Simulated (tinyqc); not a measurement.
Nucleation and growth against temperature: classical nucleation, growth and JMAK kinetics of crystallisation from a melt or glass. Computed by tinyqc, a small Python program. Command: `OMP_NUM_THREADS=1 python tinyqc.py 3013428 3013429 out.jsonl nucl walk`. One thread of a shared host (Intel(R) Xeon(R) Processor @ 2.30GHz), about 0.01 s of CPU time with the checks.

A spherical nucleus cap on a flat wall with a sharp interface of isotropic energy gamma; lambda = Omega^(1/3) is the jump distance.

Inputs (values chosen for the exercise, for a model substance): melting point T_m = 820 K; heat of melting per volume H = 985 J/cm^3; interface energy gamma = 0.0899 J/m^2; atomic volume Omega = 15.9 angstrom^3; diffusion prefactor D0 = 1.6e-05 m^2/s; activation energy Q = 1.27 eV; contact angle theta = 55 degrees; wall area per volume S_v = 2.6e+06 1/m.

Nucleation: on a flat wall. Driving force: Turnbull (linear).

Constants: k_B = 1.380649e-23 J/K; k_B = 8.617333262e-05 eV/K.

Method:
- Driving force per volume: dG = H (T_m - T)/T_m.
- Shape factor f = (2 + cos theta)(1 - cos theta)^2/4.
- W(r) = f [4 pi r^2 gamma - (4/3) pi r^3 dG]; r* = 2 gamma/dG; W* = f 16 pi gamma^3/(3 dG^2); n* = f (4/3) pi r*^3/Omega.
- D = D0 exp(-Q/(k_B T)); attachment rate k+ = (A*/lambda^2) D/lambda^2 with A* = 2 pi r*^2 (1 - cos theta); Zeldovich factor Z = sqrt(W*/(3 pi k_B T))/n*; sites per volume N = S_v/lambda^2; I = N Z k+ exp(-W*/(k_B T)); lag time = 1/(4 pi Z^2 k+).
- Growth (Wilson-Frenkel): u = (D/lambda) [1 - exp(-dG Omega/(k_B T))].
- JMAK with steady nucleation and growth, nuclei spread at random: extended fraction X_e = (pi/3) I u^3 t^4, X = 1 - exp(-X_e); t_X = [-3 ln(1 - X)/(pi I u^3)]^(1/4); final grains per volume = Gamma(5/4) (3/pi)^(1/4) (I/u)^(3/4), Gamma(5/4) = 0.9064024771.
- Grain size = (grains per volume)^(-1/3). Rows are kept where W*/(k_B T) < 70.

Rates:
```
T (K)  W*/(k_B T)  I (1/(m^3 s))     u (m/s)   t_0.5 (s)  grain size (micrometre)
410         1.037     1.1282e+24  1.1675e-11  1.3856e+02                  0.00186
451         1.164     2.4875e+25  2.7718e-10  5.9454e+00                  0.00190
492         1.351     3.0099e+26  3.7526e-09  4.5166e-01                  0.00195
533         1.628     2.1940e+27  3.2773e-08  5.4107e-02                  0.00204
574         2.058     9.9144e+27  2.0113e-07  9.5174e-03                  0.00220
615         2.766     2.6133e+28  9.2009e-07  2.3880e-03                  0.00253
656         4.052     3.1275e+28  3.2562e-06  8.8485e-04                  0.00331
697         6.780     7.4354e+27  9.0443e-06  5.8897e-04                  0.00613
730        12.091     9.3300e+25  1.7028e-05  1.0948e-03                  0.02144
754        21.767     1.0953e+22  2.3550e-05  8.2476e-03                  0.22336
```

What does the comparison show, and why?

Among these rows I peaks at 656 K, u at 754 K and the change is fastest at 697 K, between the two. Growth has no barrier W*, so it peaks nearer T_m than nucleation. The grain size goes as (u/I)^(1/4), from 0.0019 micrometre at the lowest T to 0.22 at the highest. Caution: in the coldest rows the nucleus has under 20 atoms or the barrier is under 10 k_B T, where the capillary model and steady rates are only a guide.

Extremes, crossings and ranges named in words are read from the listed rows.
